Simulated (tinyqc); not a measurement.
Length of a polyene: Hueckel, PPP and singles CI along the polyenes. Computed by the program tinyqc. 

All-trans chains of carbon centres 1.40 angstrom apart:
```
parameter,value
"beta (eV), times 1 +/- alternation",-2.240000
alternation,0.050000
W (eV),11.160000
gamma_rr (eV),10.720000
repulsion formula,MN
```

Hueckel uses the same beta without repulsion; CIS keeps all single excitations and so misses the low, doubly excited 2Ag state. W is the valence ionisation energy of a centre, MN the Mataga-Nishimoto formula, f the oscillator strength.

Gaps and excitations (eV):
```
centres,Hueckel gap,PPP orbital gap,bright singlet (CIS),f,lowest triplet (CIS)
2,4.7040,9.9532,7.4394,0.6378,1.9686
4,3.0349,7.7180,5.2697,1.0145,1.1902
6,2.2743,6.5921,4.2545,1.4291,0.8435
8,1.8440,5.9162,3.6546,1.8201,0.6557
10,1.5683,5.4687,3.2582,2.1860,0.5414
```

The Hueckel gap tends to 4 x alternation x |beta| = 0.45 eV for long chains. Exchange opens the PPP orbital gap, and the attraction of electron and hole brings the bright state 2.21 eV below it at 10 centres; the triplet lies 2.72 eV lower still.
